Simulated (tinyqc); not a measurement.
Finite-difference solution of the diffusion equation on a small grid: one step, computed by the program tinyqc. Command: `OMP_NUM_THREADS=1 python tinyqc.py 3007609 3007610 out.jsonl fdiff walk`. One thread of a shared host (Intel(R) Xeon(R) Processor @ 2.30GHz), about 0.01 s of CPU time with the checks.

dC/dt = D d2C/dx2 on nodes x_j = j dx, j = 0..9; the far end is sealed.

Problem. Amplification factors. The mode of M with eigenvalue mu has its amplitude multiplied per step by g = (1 + (1 - theta) r mu)/(1 - theta r mu), with theta = 0 explicit, 1 implicit, 1/2 Crank-Nicolson; the explicit scheme is stable for r up to 2/|mu_min|.

Boundary at x = 0: surface loss. Scheme: explicit.

operator M:
```
         0        1        2        3        4        5        6        7
0  -2.1175   2.0000   0.0000   0.0000   0.0000   0.0000   0.0000   0.0000
1   1.0000  -2.0000   1.0000   0.0000   0.0000   0.0000   0.0000   0.0000
2   0.0000   1.0000  -2.0000   1.0000   0.0000   0.0000   0.0000   0.0000
3   0.0000   0.0000   1.0000  -2.0000   1.0000   0.0000   0.0000   0.0000
4   0.0000   0.0000   0.0000   1.0000  -2.0000   1.0000   0.0000   0.0000
5   0.0000   0.0000   0.0000   0.0000   1.0000  -2.0000   1.0000   0.0000
6   0.0000   0.0000   0.0000   0.0000   0.0000   1.0000  -2.0000   1.0000
7   0.0000   0.0000   0.0000   0.0000   0.0000   0.0000   1.0000  -2.0000
8   0.0000   0.0000   0.0000   0.0000   0.0000   0.0000   0.0000   1.0000
9   0.0000   0.0000   0.0000   0.0000   0.0000   0.0000   0.0000   0.0000

         8        9
0   0.0000   0.0000
1   0.0000   0.0000
2   0.0000   0.0000
3   0.0000   0.0000
4   0.0000   0.0000
5   0.0000   0.0000
6   0.0000   0.0000
7   1.0000   0.0000
8  -2.0000   1.0000
9   2.0000  -2.0000
```

mesh ratio r = 0.192

Give: eigenvalues mu of M; factors g; largest stable r of the explicit scheme.

Solution.

eigenvalues mu of M: -4.0079  -3.8927  -3.5452  -3.0131  -2.3603  -1.6657  -1.0130  -0.4809  -0.1333  -0.0055

factors g: 0.23049  0.25261  0.31932  0.42149  0.54681  0.68018  0.80550  0.90768  0.97442  0.99894

largest stable r of the explicit scheme = 0.49902

The smallest factor is 0.230: no mode changes sign, and all decay but one with mu = 0 where there is such a mode.
